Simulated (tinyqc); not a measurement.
## Capacitances from a Coulomb diamond

Problem. A single-electron transistor has the bias V on its left lead and the right lead at 0 V. Its diamonds repeat every q/Cg in gate voltage, close at |V| = q/Cs with Cs = CL + CR + Cg, and have edges of slope dV/dVg = -Cg/CL and Cg/(Cs - CL). Find Cg, Cs, CL and CR.

Constants: q = 1.602176634e-19 C. Results are converted to the units shown.

gate period = 4.2162543 mV
bias at the tip of the diamond = 0.95938721 mV
slope dV/dVg of the rising edge = 0.34545455

Solution. The period gives Cg, the tip Cs, and the rising edge Cs - CL = CR + Cg.

Cg = 38.0 aF
Cs = 167 aF
CL = 57.0 aF
CR = 72.0 aF

Computed by the program tinyqc: `OMP_NUM_THREADS=1 python tinyqc.py 2780041 2780042 out.jsonl`, one thread of a shared Intel Xeon 2.30GHz, about 0.01 s for the whole run.
